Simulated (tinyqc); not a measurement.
Quasiparticle equation with a plasmon-pole self-energy for two band edges: one step. Solving the equation for the conduction edge. Two cases, with inputs chosen for the exercise.

Question. Newton steps on f(E) = E - ec - Xc - Sc(E) from E = ec; the first step is the linearised result.

For each edge E = e + X + Sc(E), with the correlation part Sc(E) = A[0]/(E - a + w) + A[1]/(E - b - w); a and b are the valence and conduction energies that enter the Green function (a = ev, b = ec in the one-shot scheme). Z = 1/(1 - dSc/dE), dSc/dE = -A[0]/(E - a + w)^2 - A[1]/(E - b - w)^2.

Case 1.

Values chosen (scales of the order of those of HfO2; shifted at random, so the results belong to these values and not to a real crystal): ev = 0 eV (mean-field valence top); ec = 3.98 eV (mean-field conduction edge); w = 15.1 eV (pole energy); Av = (38, 15) eV^2 (weights of the valence state on the hole and electron poles); Ac = (14.4, 33.2) eV^2 (the same for the conduction state); Xv = -2.87 eV (exchange minus the mean-field potential, valence); Xc = 2.58 eV (the same, conduction).

Case 2.

Values chosen (scales of the order of those of Ge; shifted at random, so the results belong to these values and not to a real crystal): ev = 0 eV (mean-field valence top); ec = 0.1 eV (mean-field conduction edge); w = 13.8 eV (pole energy); Av = (31.4, 12.1) eV^2 (weights of the valence state on the hole and electron poles); Ac = (12.1, 29.3) eV^2 (the same for the conduction state); Xv = -1.87 eV (exchange minus the mean-field potential, valence); Xc = 1.54 eV (the same, conduction).

Give: Iterates.

Answer.

Case 1.

Iterates:

| step | E (eV) | Sc (eV) | f (eV) |
|---|---|---|---|
| 0 | 3.98000 | -1.44396 | -1.136041 |
| 1 | 4.93855 | -1.62909 | 0.007647 |
| 2 | 4.93219 | -1.62781 | 0.000000 |
| 3 | 4.93219 | -1.62781 | 0.000000 |

The linearisation errs by +6.4 meV, as the shift is only 0.063 of the pole energy.

Case 2.

Iterates:

| step | E (eV) | Sc (eV) | f (eV) |
|---|---|---|---|
| 0 | 0.10000 | -1.25268 | -0.287315 |
| 1 | 0.33619 | -1.30420 | 0.000386 |
| 2 | 0.33587 | -1.30413 | 0.000000 |
| 3 | 0.33587 | -1.30413 | 0.000000 |

The linearisation errs by +0.3 meV, as the shift is only 0.017 of the pole energy.

Computed by tinyqc, one run a case: `OMP_NUM_THREADS=1 python tinyqc.py N N+1 out.jsonl` with N = 1850692, 1850714; one thread of a shared Intel(R) Xeon(R) Processor @ 2.30GHz, about 0.03 s a run at most.
